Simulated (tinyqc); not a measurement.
# Worked calculation: absorption edge of a degenerate semiconductor, band filling against gap narrowing

Computed by the program tinyqc: `OMP_NUM_THREADS=1 python tinyqc.py 2330029 2330030 out.jsonl`, one thread of a shared Intel Xeon 2.30GHz, about 0.01 s for the whole run. Printed values are rounded.

n-type, parabolic bands, full ionisation. eta = (EF - Ec)/kB T solves N = Nc F12(eta), F12(x) = (2/sqrt(pi)) int_0^infinity sqrt(u)/(1 + exp(u - x)) du. The gap shrinks rigidly by dEg = a3 y^(1/3) + a4 y^(1/4) + a2 y^(1/2), y = N/1e18 cm^-3, an empirical law that is here taken as the true narrowing.

Inputs (values chosen for the exercise); band and dielectric values close to those of indium arsenide:

| symbol | value | unit | meaning |
|---|---|---|---|
| T | 300 | K | temperature |
| Eg | 0.351 | eV | band gap |
| Nc | 8.92e16 | cm^-3 | conduction-band density of states at 300 K, from me |
| me | 0.0233 | m0 | electron mass |
| mh | 0.415 | m0 | hole mass |
| N | 7.1e16 | cm^-3 | ionised donor density |
| a3 | 19.8 | meV | coefficient of (N/1e18)^(1/3) |
| a4 | 11.7 | meV | coefficient of (N/1e18)^(1/4) |
| a2 | 3.4 | meV | coefficient of (N/1e18)^(1/2) |

Constants: q = 1.602176634e-19 C, kB = 1.380649e-23 J/K, h = 6.62607015e-34 J s, c = 299792458 m/s, Vt = kB T/q. Results are converted to the units shown.

Range of the model: Band tails, non-parabolic bands and incomplete ionisation are left out.

## Iteration 1: Fermi level

eta at the start (Boltzmann value) = -0.2282

Newton step on ln F12(eta) = ln(N/Nc): eta(new) = eta - ln(Nc F12/N) F12/Fm, Fm(x) = dF12/dx = (1/sqrt(pi)) int_0^infinity u^(-1/2)/(1 + exp(u - x)) du.

F12 = 0.636762
Fm = 0.521411
eta after iteration 1 = 0.0443273

## Course of the iteration

Stop when eta changes by less than 1e-9.

Course of the iteration:
```
iteration        eta    change
1          0.0443273     0.273
2          0.0501488   5.82e-3
3          0.0501516   2.80e-6
4          0.0501516  6.52e-13
```

Converged in 4 iterations.

## The optical edge

converged eta = 0.0501516

Vertical transitions need an empty final state: the edge is taken where the state lies 4 kB T below EF, E_opt = Eg - dEg + (1 + me/mh) max(eta - 4, 0) kB T; wavelength h c/(q E_opt).

dEg = 15.1443 meV
EF - Ec = 1.29652 meV
filling shift = 0 meV
E_opt = 0.335856 eV
wavelength = 3691.59 nm

The edge lies 15.1 meV below the undoped gap: narrowing outweighs filling.
